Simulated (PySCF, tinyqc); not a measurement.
CIS on RHF in the sto-6g basis, for H3-, spin multiplicity 1, step by step. The basis has no diffuse functions, so it cannot describe the extra electron: this is an exercise in the method, not the real anion. The lowest restricted solution is unstable here: a spin-polarised one lies 0.1670 hartree lower (PySCF). One step of it, computed by the program tinyqc.

Problem. CIS triplet states. Diagonalise A (1 hartree = 27.211386 eV); each vector has its largest component positive (the first on a tie).

CIS matrix A, triplet (hartree), order 1>3, 2>3:
```
[[0.375926, 0.084201],
 [0.084201, -0.218739]]
```

Give: triplet excitation energies; lowest vectors.

Solution.

triplet excitation energies (eV): [-6.270, 10.548]

lowest vectors, order 1>3, 2>3:
```
[[-0.138, 0.990],
 [0.990, 0.138]]
```

A negative triplet energy shows that the restricted solution is unstable towards a spin-polarised one.
